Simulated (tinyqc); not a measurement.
Debye-Callaway model of lattice thermal conductivity: one step, computed by the program tinyqc. Command: `OMP_NUM_THREADS=1 python tinyqc.py 3022869 3022870 out.jsonl callaway walk`. One thread of a shared host (Intel(R) Xeon(R) Processor @ 2.30GHz), about 0.01 s of CPU time with the checks.

Three acoustic branches with one velocity v, cut at omega_D = k_B Theta/hbar; x = hbar omega/(k_B T). v and Theta are separate inputs: Theta cuts off the heat-carrying modes, so C need not reach 3 k_B/V. gamma is an effective value that sets the umklapp rate.

Task: The integrand on a coarse grid. Rates: point defects A omega^4; umklapp B omega^2 T exp(-Theta/(b T)) with B = hbar gamma^2/(M v^2 Theta); normal processes f_N B omega^2 T (T/Theta)^2. Boundaries: v/L. x runs in ten equal steps to min(Theta/T, 12); g = x^4 e^x/(e^x - 1)^2; tau_C is the inverse of all rates summed; the last column is c tau_C g with c = (k_B/(2 pi^2 v)) (k_B T/hbar)^3.

Inputs (values chosen for the exercise, modelled on germanium): sound velocity v = 3760 m/s; Debye temperature Theta = 378 K; mean atomic mass M = 72.63 u; effective Grueneisen parameter gamma = 2.13; umklapp exponent divisor b = 3; Casimir length L = 1100 micrometre; normal-process factor f_N = 0.43; temperature T = 200 K.

Sample: crystal. Point defects: isotopes. Normal processes: included.

Rayleigh coefficient A = 1.556298e-44 s^3

Constants: k_B = 1.380649e-23 J/K; hbar = 1.054571817e-34 J s; u = 1.6605390666e-27 kg.

Give: Integrand.

Result:

Integrand:
```
x          g  tau_C (s)  c tau_C g (W/(m K))
0.189  0.036  4.189e-10                49.83
0.378  0.141  1.036e-10                48.86
0.567  0.313  4.519e-11                47.24
0.756  0.545  2.476e-11                45.08
0.945  0.829  1.534e-11                42.49
1.134  1.157  1.025e-11                39.58
1.323  1.516  7.207e-12                36.48
1.512  1.896  5.258e-12                33.30
1.701  2.286  3.944e-12                30.11
1.890  2.675  3.023e-12                27.00
```

The integrand is largest at the lowest frequency shown, whose long lifetime outweighs its small heat capacity.
